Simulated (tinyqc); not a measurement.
Worked calculation: surface segregation during layer-by-layer epitaxy: two-layer exchange kinetics and the shape of quantum wells and delta layers. Computed by tinyqc, a small Python program that keeps every step. Command: `OMP_NUM_THREADS=1 python tinyqc.py 3014653 3014654 out.jsonl mbeseg walk`. One thread of a shared host (Intel(R) Xeon(R) Processor @ 2.30GHz), about 0.01 s of CPU time with the checks. Intermediate numbers are printed to about 6 digits and carried at full precision; extremes and crossings named in words are read from the listed rows.

Atoms A and B exchange only between the growing layer and the one below it. B is supplied for N layers, then pure A follows.

Inputs (values chosen for the exercise, close to those used for indium in GaAs):
```
quantity                                   value      unit
barrier E1 for B to move up                 1.81        eV
segregation energy E_s                      0.17        eV
attempt frequency nu                           1       THz
growth rate G                                1.4  layers/s
share x0 of B in the flux during the well   0.24         -
layers in the well N                          10         -
layer thickness                             2.83  angstrom
temperature T                                380         C
```

Constants: k_B = 8.617333262e-05 eV/K.

## Exchange rates

p1 = nu exp(-E1/(k_B T)) (B up, A down), p2 = nu exp(-(E1 + E_s)/(k_B T)) (B down); time per layer tau = 1/G; K = p1/p2. Temperatures in kelvin are T(C) + 273.15. Dilute equilibrium share passed up per layer R_eq = K/(1 + K).

p1 = 0.0108103 1/s

p2 = 5.27350e-04 1/s

p1 tau = 0.00772165

K = 20.4993

R_eq = 0.953487

Exchange is slow against growth: segregation is kinetically frozen.

## The second layer

Each layer is deposited complete with B share x_dep and then exchanges for the time tau = 1/G with the layer below, whose share is b (total c = s + b fixed): ds/dt = p1 b (1 - s) - p2 s (1 - b), s(0) = x_dep. With the roots s1 < s2 of the right side, (s - s1)/(s - s2) = [(s(0) - s1)/(s(0) - s2)] exp(-(p1 - p2)(s2 - s1) tau). The lower layer is then buried with c - s, and s becomes the b of the next layer. Layer 1 is deposited on pure A with share x0; with nothing to lift from below, take b = 0 and s(0) = x0 for it. Then layer 2 has x_dep = x0.

share in layer 1 after its exchange = 0.239910

root s1 for layer 2 = 0.442617

root s2 for layer 2 = 1.13986

share in layer 2 after its exchange = 0.241334

share buried in layer 1 = 0.238576

## Buried profile

In the dilute tail each layer passes up the share R = R_eq (1 - exp(-(p1 + p2) tau)); decay length = -layer thickness/ln R. Index 0 is the last layer of pure A below the well. Share of B outside the intended layers 1..N = 1 - (sum over 1..N)/(N x0).

Share of B:
```
layer  intended    buried
0          0.00  0.000090
1          0.24  0.238576
2          0.24  0.239992
3          0.24  0.240000
4          0.24  0.240000
5          0.24  0.240000
6          0.24  0.240000
7          0.24  0.240000
8          0.24  0.240000
9          0.24  0.240000
10         0.24  0.239488
11         0.00  0.001840
12         0.00  0.000014
13         0.00  0.000000
14         0.00  0.000000
15         0.00  0.000000
16         0.00  0.000000
20         0.00  0.000000
25         0.00  0.000000
35         0.00  0.000000
```

share passed up R = 0.00769047

decay length = 0.581375 angstrom

peak share (largest buried share) = 0.24

share of B outside the well = 8.10216e-04

The profile is close to the intended one. Caution: a decay length below one layer thickness is only formal. Caution: two-layer exchange with complete layers is a simplification that can understate segregation at low temperature; desorption, step-edge exchange and surfactants are left out.

## Kinetic against equilibrium segregation over temperature

R_eq = K/(1 + K).

Segregation:
```
T (C)       p1 tau      R_eq            R  decay length (angstrom)  peak share
260    5.54937e-06  0.975878  5.54935e-06                   0.2338    0.240000
300    8.67601e-05  0.968991  8.67562e-05                   0.3026    0.240000
340    9.47548e-04  0.961485  9.47081e-04                   0.4065    0.240000
380    7.72165e-03  0.953487  7.69047e-03                   0.5814    0.240000
420    4.93928e-02  0.945116  4.81243e-02                   0.9328    0.240000
460    2.58031e-01  0.936482  2.25535e-01                   1.9002    0.240000
500    1.13602e+00  0.927681  6.55054e-01                   6.6897    0.239785
540    4.32286e+00  0.918795  9.10479e-01                  30.1756    0.237867
```

The decay length grows in every row: exchange is still limited by its rate. p1 tau passes 1 between 460 and 500 C, below which sharp interfaces can be grown. Caution: decay lengths below one layer thickness are only formal.

Checks made by the program: closed form against integration of the exchange equation (relative difference below 1e-10); conservation of B (relative difference below 1e-10).
